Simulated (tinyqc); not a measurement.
Gamma, L and X subbands of a thin body with non-parabolic valleys: one step. Subband edges. Two cases, with inputs chosen for the exercise.

Question. n = 1 to 8 for each group; list the ten lowest.

Hard walls, flat band, c = hbar^2/2m0, energies from the bulk Gamma edge. For a valley at angle theta to the normal 1/m_z = cos^2/ml + sin^2/mt and m_d = sqrt(ml mt^2/m_z). Subband n starts at E_v + e with e (1 + a e) = c (n pi/t)^2/m_z, and its density-of-states mass is taken as m_d (1 + 2 a e), without further growth at higher in-plane energy. Groups are named by valley and degeneracy.

Constants: hbar^2/2m0 = 3.80998211 eV angstrom^2.

Give: Subbands.

Case 1.

Values chosen (out of a larger set: near those of a thin InP channel; not measured data): t = 26 angstrom (body thickness).

Groups:
```
group  g  E_v (eV)       m_z       m_d  a (1/eV)
G1     1   0.00000  0.078900  0.078900    0.6100
L1     1   0.59900  1.578000  0.100000    0.4300
L3     3   0.59900  0.111616  0.376002    0.4300
X3     3   1.02400  0.348716  0.428702    0.4300
```

Answer.

Subbands:
```
subband  g  E (eV)  DOS mass
G1 n=1   1  0.5322    0.1301
L1 n=1   1  0.6337    0.1030
L1 n=2   1  0.7324    0.1115
L1 n=3   1  0.8819    0.1243
L3 n=1   3  1.0208    0.5124
L1 n=4   1  1.0683    0.1404
X3 n=1   3  1.1739    0.4840
L1 n=5   1  1.2805    0.1586
G1 n=2   1  1.4814    0.2215
L1 n=6   1  1.5107    0.1784
```

The lowest subband is G1 n=1, 102 meV below L1 n=1; in the bulk the lowest valley is Gamma.

Case 2.

Values chosen (out of a larger set: near those of a thin InAs channel; not measured data): t = 82 angstrom (body thickness).

Groups:
```
group  g  E_v (eV)       m_z       m_d  a (1/eV)
G1     1   0.00000  0.026400  0.026400    2.2600
L1     1   0.72200  0.660000  0.050000    0.6400
L3     3   0.72200  0.055722  0.172079    0.6400
X3     3   1.02600  0.219125  0.357223    0.6400
```

Answer.

Subbands:
```
subband  g  E (eV)  DOS mass
G1 n=1   1  0.1565    0.0451
G1 n=2   1  0.4298    0.0777
G1 n=3   1  0.7235    0.1127
L1 n=1   1  0.7304    0.0505
L1 n=2   1  0.7552    0.0521
L1 n=3   1  0.7949    0.0547
L3 n=1   3  0.8166    0.1929
L1 n=4   1  0.8475    0.0580
L1 n=5   1  0.9110    0.0621
L1 n=6   1  0.9833    0.0667
```

The lowest subband is G1 n=1, 273 meV below G1 n=2; in the bulk the lowest valley is Gamma.

Computed by tinyqc, one run a case: `OMP_NUM_THREADS=1 python tinyqc.py N N+1 out.jsonl` with N = 1251478, 1251598; one thread of a shared Intel(R) Xeon(R) Processor @ 2.30GHz, about 0.03 s a run at most.
